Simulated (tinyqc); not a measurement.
Which single mass stands for the valley: donor in an ellipsoidal valley (Kohn-Luttinger variational method). Computed by tinyqc, a small Python program. Command: `OMP_NUM_THREADS=1 python tinyqc.py 3018080 3018081 out.jsonl kohnlutt walk`. One thread of a shared host (Intel(R) Xeon(R) Processor @ 2.30GHz), about 0.04 s of CPU time with the checks.

H = -(d^2/dx^2 + d^2/dy^2) - gamma d^2/dz^2 - 2/r in units built on m_t, with gamma = m_t/m_l and z along the valley axis. One valley; no valley-orbit or central-cell term.

Inputs (values chosen for the exercise, modelled on germanium): transverse mass m_t = 0.0817 m_0; longitudinal mass m_l = 1.59 m_0; dielectric constant eps = 15.1.

Constants: Ry = 13.605693123 eV; a_0 = 0.529177210903 angstrom.

Method:
- Ry* = Ry m_t/eps^2, a* = a_0 eps/m_t, gamma = m_t/m_l.
- Trial function exp(-sqrt((x^2 + y^2)/a^2 + z^2/b^2)) with beta = b/a < 1: E = t/a^2 - u/a, t = (2 + gamma/beta^2)/3, u = 2 arcsin(sqrt(1 - beta^2))/sqrt(1 - beta^2); the best a is 2 t/u and E(beta) = -u^2/(4 t).
- Golden-section search on beta from 0.05 to 0.999, 60 steps.
- Gaussian basis: g = P exp(-al (x^2 + y^2) - be z^2) with P = 1 (s-like), z (2p0) or x (2p+-); al = 0.004 x 2.6^k, k = 0..11, and be/al = 1, gamma^(-1/2) or 1/gamma (36 functions); 1/r = (2/sqrt(pi)) int exp(-t^2 r^2) dt by 48 Gauss-Legendre points after t = sqrt(al_i + al_j) tan(theta); overlap eigenvalues below 1e-10 are dropped.
- A hydrogenic level is Ry m/eps^2 for one mass m; errors are against the Gaussian basis.

gamma = 0.0513836

1s binding energy, Gaussian basis = 10.1958 meV

1s binding energy, trial function = 10.1404 meV

1s binding energy:
```
rule                                      mass (m_0)  binding (meV)  error (%)
transverse mass                               0.0817          4.875     -52.18
conductivity mass 3/(2/m_t + 1/m_l)           0.1195          7.130     -30.07
density-of-states mass (m_t^2 m_l)^(1/3)      0.2198         13.113      28.61
longitudinal mass                             1.5900         94.878     830.55
trial function with a and b                        -         10.140      -0.54
mass that fits 1s                             0.1709         10.196       0.00
```

What does the comparison show, and why?

The conductivity mass, which is what a spherical trial function (a = b) gives, falls short by 30.1 %, as a restricted variational bound must; the density-of-states mass is off by +28.6 %. The mass that fits lies between the two.

Extremes, crossings and ranges named in words are read from the listed rows.
